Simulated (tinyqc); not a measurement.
# Abrupt p-n junction, non-linear Poisson equation by Newton steps, step by step

Computed by the program tinyqc: `OMP_NUM_THREADS=1 python tinyqc.py 2000120 2000121 out.jsonl`, one thread of a shared Intel Xeon 2.30GHz, about 0.03 s for the whole run. Printed values are rounded.

One dimension, p side on the left, n side on the right; net doping C = -Na for x < 0 and +Nd for x > 0. The potential psi is counted from the intrinsic level, and the quasi-Fermi potentials are flat: 0 for holes and -V for electrons, so n = ni exp((psi + V)/Vt) and p = ni exp(-psi/Vt) (Boltzmann statistics, full ionisation, no current).

Parameters, values chosen for the exercise; band and dielectric values close to those of gallium nitride: temperature T = 300 K; band gap Eg = 3.43 eV; relative permittivity eps_r = 9.62; conduction-band density of states at T Nc = 2.27e18 cm^-3; valence-band density of states at T Nv = 4.59e19 cm^-3; acceptor density of the p side Na = 9.8e17 cm^-3; donor density of the n side Nd = 6.9e15 cm^-3; bias of the p side against the n side V = 0.4 V.

Constants: q = 1.602176634e-19 C, kB = 1.380649e-23 J/K, Vt = kB T/q, eps0 = 8.8541878128e-14 F/cm where lengths are in cm. Results are converted to the units shown.

Range of the model: Flat quasi-Fermi levels over the whole structure hold only for low forward bias and sides short against the diffusion lengths.

## Intrinsic density, end potentials and Debye lengths

ni = sqrt(Nc Nv) exp(-Eg/(2 Vt)), Eg in volts; psi_p = -Vt ln(Na/ni), psi_n = Vt ln(Nd/ni) - V; Debye length sqrt(eps0 eps_r Vt/(q N)).

ni = 1.57829e-10 cm^-3
psi_p = -1.65442 V
psi_n = 1.12630 V
Debye length, p side = 3.74490 nm
Debye length, n side = 44.6302 nm

## Net doping on the mesh

x, node 0 to 10 (nm): -33.1  -24.9  -17.8  -11.7  -6.48  -1.95  1.95  17.4  78.9  323  1290

C = -Na for x < 0 and +Nd for x > 0, taken at the nodes.

net doping C, node 0 to 10 (cm^-3): -9.8e17  -9.8e17  -9.8e17  -9.8e17  -9.8e17  -9.8e17  6.9e15  6.9e15  6.9e15  6.9e15  6.9e15

## Couplings between neighbouring nodes

a_i = eps0 eps_r/h_i for the interval from node i to i + 1, with h_i = x_(i+1) - x_i in cm.

coupling a_i, interval 0 to 9 (F/cm^2): 1.03875e-6  1.19968e-6  1.39635e-6  1.63175e-6  1.88029e-6  2.18403e-6  5.51309e-7  1.38500e-7  3.48944e-8  8.80841e-9

## Starting potential

A straight line in x from psi_p = -Vt ln(Na/ni) at the first node to psi_n = Vt ln(Nd/ni) - V at the last.

psi at the start, node 0 to 10 (V): -1.65442  -1.63719  -1.62226  -1.60944  -1.59847  -1.58895  -1.58076  -1.54829  -1.41903  -0.90602  1.12630

## Iteration 1: densities, residual and Jacobian diagonal

n_i = ni exp((psi_i + V)/Vt), p_i = ni exp(-psi_i/Vt), rho_i = p_i - n_i + C_i, g_i = (n_i + p_i)/Vt. Box widths w_i = (h_(i-1) + h_i)/2 in cm. Residual F_i = a_i (psi_(i+1) - psi_i) - a_(i-1) (psi_i - psi_(i-1)) + q rho_i w_i; Jacobian: a_(i-1) and a_i beside the diagonal, b_i = -a_(i-1) - a_i - q g_i w_i on it. The two end nodes are fixed.

```
node    n (cm^-3)    p (cm^-3)
0     1.33307e-31       9.8e17
1     2.59637e-31   5.03168e17
2     4.62426e-31   2.82512e17
3     7.59296e-31   1.72055e17
4     1.16068e-30   1.12556e17
5     1.67745e-30   7.78806e16
6     2.30327e-30   5.67197e16
7     8.08779e-30   1.61528e16
8     1.19999e-27   1.08868e14
9     4.98297e-19    2.62175e5
10         6.9e15  1.89335e-29
```

```
node  residual F (C/cm^2)  diagonal b (F/cm^2)
1             -5.84436e-8          -4.62399e-6
2             -7.37549e-8          -3.75160e-6
3             -7.32670e-8          -3.63163e-6
4             -6.77527e-8          -3.85210e-6
5             -6.09217e-8          -4.26777e-6
6              9.86173e-9          -3.07544e-6
7              1.42106e-8          -1.07497e-6
8              1.71586e-8          -1.83704e-7
9              6.69437e-8          -4.37028e-8
```

## Iteration 1: Newton step

Solve the tridiagonal system a_(i-1) d_(i-1) + b_i d_i + a_i d_(i+1) = -F_i for nodes 1 to 9, with d = 0 on fixed nodes. If the largest |d| exceeds 4 Vt, the whole step is scaled down so that it equals 4 Vt.

Newton step d, before damping, node 1 to 9 (V): -0.02801  -0.05924  -0.08228  -0.08753  -0.07188  -0.03721  0.05930  0.50579  1.93564
psi after iteration 1, node 0 to 10 (V): -1.65442  -1.63868  -1.62543  -1.61384  -1.60315  -1.59279  -1.58274  -1.54512  -1.39201  -0.80261  1.12630

## Iteration 2: densities, residual and Jacobian diagonal

As before.

```
node    n (cm^-3)    p (cm^-3)
0     1.33307e-31       9.8e17
1     2.45035e-31   5.33151e17
2     4.09143e-31   3.19304e17
3     6.40571e-31   2.03944e17
4     9.68628e-31   1.34872e17
5     1.44591e-30   9.03522e16
6     2.13281e-30   6.12530e16
7     9.14224e-30   1.42898e16
8     3.41277e-27   3.82800e13
9     2.72061e-17      4801.89
10         6.9e15  1.89335e-29
```

```
node  residual F (C/cm^2)  diagonal b (F/cm^2)
1             -5.52161e-8          -4.76614e-6
2             -6.95814e-8          -3.90209e-6
3             -6.91140e-8          -3.74349e-6
4             -6.39802e-8          -3.91953e-6
5             -5.76061e-8          -4.30035e-6
6              9.36156e-9          -3.10262e-6
7              1.35233e-8          -1.03055e-6
8              1.63477e-8          -1.77019e-7
9              6.33673e-8          -4.37028e-8
```

## Iteration 2: Newton step

As before.

Newton step d, before damping, node 1 to 9 (V): -0.02416  -0.04997  -0.06904  -0.07328  -0.05881  -0.02633  0.06782  0.51178  1.85859
psi after iteration 2, node 0 to 10 (V): -1.65442  -1.64003  -1.62821  -1.61768  -1.60723  -1.59607  -1.58421  -1.54134  -1.36354  -0.69920  1.12630

## Iteration 3: densities, residual and Jacobian diagonal

As before.

```
node    n (cm^-3)    p (cm^-3)
0     1.33307e-31       9.8e17
1     2.32619e-31   5.61609e17
2     3.67428e-31   3.55555e17
3     5.52123e-31   2.36615e17
4     8.27307e-31   1.57911e17
5     1.27402e-30   1.02543e17
6     2.01532e-30   6.48239e16
7     1.05789e-29   1.23492e16
8     1.02673e-26   1.27240e13
9     1.48540e-15      87.9498
10         6.9e15  1.89335e-29
```

```
node  residual F (C/cm^2)  diagonal b (F/cm^2)
1             -5.20541e-8          -4.90106e-6
2             -6.55076e-8          -4.05037e-6
3             -6.50540e-8          -3.85809e-6
4             -6.02823e-8          -3.98913e-6
5             -5.43500e-8          -4.33219e-6
6              8.85623e-9          -3.12403e-6
7              1.28603e-8          -9.84274e-7
8              1.54788e-8          -1.74599e-7
9              5.98417e-8          -4.37028e-8
```

## Iteration 3: Newton step

As before.

Newton step d, before damping, node 1 to 9 (V): -0.02104  -0.04256  -0.05846  -0.06195  -0.04862  -0.01823  0.07324  0.50024  1.76870
psi after iteration 3, node 0 to 10 (V): -1.65442  -1.64126  -1.63070  -1.62110  -1.61085  -1.59891  -1.58528  -1.53706  -1.33429  -0.59579  1.12630

## Course of the Newton iteration

Stop when the largest undamped |d| is below 1e-9 V, or after 80 iterations.

Course of the iteration:
```
iteration  largest |F| (C/cm^2)  largest |d| (V)  at node
1                       7.38e-8             1.94        9
2                       6.96e-8             1.86        9
3                       6.55e-8             1.77        9
4                       6.15e-8             1.67        9
5                       5.75e-8             1.58        9
6                       5.36e-8             1.48        9
7                       4.97e-8             1.38        9
8                       4.59e-8             1.28        9
9                       4.21e-8             1.18        9
...                         ...              ...      ...
16                      1.61e-8            0.468        9
17                      1.25e-8            0.365        9
18                      8.86e-9            0.262        9
19                      5.30e-9            0.142        9
20                      3.07e-9           0.0132        9
21                     5.46e-10          3.68e-3        9
22                     2.84e-11          2.13e-4        9
23                     8.61e-14          6.49e-7        9
24                     7.97e-19         6.01e-12        9
```

Converged in 24 iterations. Once the step is below 0.1 Vt, 2 more iteration(s) reach the threshold: near the solution the error is roughly squared each time.

## Converged densities, field and charge

converged psi, node 0 to 10 (V): -1.65442  -1.65429  -1.65366  -1.65095  -1.64179  -1.61812  -1.57488  -1.41821  -0.82577  1.04160  1.12630

n and p as above; field E_i = -(psi_(i+1) - psi_i)/h_i on each interval; charge on either side of the peak Q = eps0 eps_r |E|max (Gauss).

```
node    n (cm^-3)    p (cm^-3)
0     1.33307e-31       9.8e17
1     1.33997e-31   9.74953e17
2     1.37309e-31   9.51438e17
3     1.52456e-31   8.56907e17
4     2.17249e-31   6.01343e17
5     5.42844e-31   2.40660e17
6     2.89153e-30   4.51805e16
7     1.23879e-27   1.05458e14
8     1.11066e-17      11762.5
9      2.60648e14  5.01215e-28
10         6.9e15  1.89335e-29
```

field E, interval 0 to 9 (kV/cm): -0.163  -0.889  -4.435  -17.540  -52.262  -110.880  -101.402  -96.332  -76.500  -0.876
peak |E| = 110.880 kV/cm
charge Q = 94.4444 nC/cm^2

## Check against the exact first integral and the depletion approximation

ni = sqrt(Nc Nv) exp(-Eg/(2 Vt)), Eg in volts. Exact first integral for an abrupt junction with thick neutral sides: psi_p = -Vt ln(Na/ni), psi_n = Vt ln(Nd/ni) - V, psi_j = (Nd psi_n + Na psi_p - Vt (Nd - Na))/(Na + Nd) at the junction, n_j = ni exp((psi_j + V)/Vt), p_j = ni exp(-psi_j/Vt), and E_j^2 = (2 q/(eps0 eps_r)) [Nd (psi_n - psi_j - Vt) + Vt (n_j + p_j)] (minority densities of the neutral sides neglected). Depletion approximation: Vbi = Vt ln(Na Nd/ni^2), W = sqrt(2 eps0 eps_r (Vbi - V)(1/Na + 1/Nd)/q), xp = W Nd/(Na + Nd), xn = W Na/(Na + Nd), peak field 2 (Vbi - V)/W, capacitance eps0 eps_r/W.

psi_j = -1.60949 V
exact field at the junction = 93.3300 kV/cm
Vbi = 3.18072 V
W = 656.900 nm
peak field in the depletion approximation = 84.6618 kV/cm

The depletion approximation gives a peak field 9.3 % below the exact one, since carriers spilling over from the heavily doped side add charge next to the junction. The 11-node mesh above gave 110.9 kV/cm on the interval that holds the junction, 19 % above the exact value.
